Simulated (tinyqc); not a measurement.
Classical Heisenberg spin chain: exact results, Metropolis, heat-bath and over-relaxation steps, and a Monte Carlo run: one step, computed by the program tinyqc.

E = -J sum_i s_i . s_(i+1) for unit vectors s_i on an open chain; K = J/(k_B T).

Problem. Four single-spin steps. The given spins are first normalised. Spins 2 and 3 are updated in turn, with h = K (sum of the two neighbours). Trial spin with z = 2 r1 - 1 and azimuth 2 pi r2; it is accepted if r3 < min(1, exp(h . s_trial - h . s_old)).

Inputs (values chosen for the exercise, for a model chain of large moments): temperature T = 115 K.

Update: Metropolis.

four neighbouring spins (rows; components x, y, z):
```
         1        2        3
1  -0.5358   0.5228  -0.6630
2   0.4794  -0.7019   0.5268
3   0.5182  -0.6231  -0.5859
4  -0.8699   0.2273   0.4378
```

random numbers, one row a step:
```
        1       2       3
1  0.4984  0.9798  0.3506
2  0.1358  0.8755  0.6261
3  0.6700  0.5044  0.1007
4  0.0727  0.0116  0.6504
```

K = -2.522721

Give: the table «Steps» with the columns |h|, h . s before, h . s trial, acceptance, accepted, x, y, z.

Solution.

Steps:
```
spin     |h|  h . s before  h . s trial  acceptance  accepted         x         y         z
2     3.1611        1.5035       0.0020      0.2228        no   0.47940  -0.70190   0.52680
3     2.8853        1.1901       1.6730      1.0000       yes   0.48600  -0.48295  -0.72840
2     3.5138        1.9800       1.0779      0.4057       yes  -0.94007  -0.02600   0.34000
3     4.9956        3.8935       4.0224      1.0000       yes   0.51791   0.03781  -0.85460
```
